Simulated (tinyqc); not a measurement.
Stress in a transistor channel from embedded alloy regions, liners and fins, by half-space elasticity: one step, computed by the program tinyqc. Command: `OMP_NUM_THREADS=1 python tinyqc.py 3001333 3001334 out.jsonl stressor walk`. One thread of a shared host (Intel(R) Xeon(R) Processor @ 2.30GHz), about 0.01 s of CPU time with the checks.

Plane strain in an isotropic half-space, the same constants everywhere; x along the channel from its centre, y downwards from the free surface; stress is positive in tension.

Problem. Relaxation at the ends of a cut stripe. Shear-lag estimate for a stripe of length l and height h on a like substrate: the stress along it is s(x)/s_film = 1 - cosh(x/lam)/cosh(l/(2 lam)), lam = (pi/2) g h with g = 1.258; mean = 1 - (2 lam/l) tanh(l/(2 lam)).

Inputs (values chosen for the exercise, modelled on silicon): length of a cut fin or stripe = 300 nm; height of the strained layer h = 18 nm.

Give: transfer length lam; share kept at the centre; share kept on average.

Solution.

transfer length lam = 35.57 nm

share kept at the centre = 0.9705

share kept on average = 0.7630

The stripe is long enough to keep its strain at the centre.
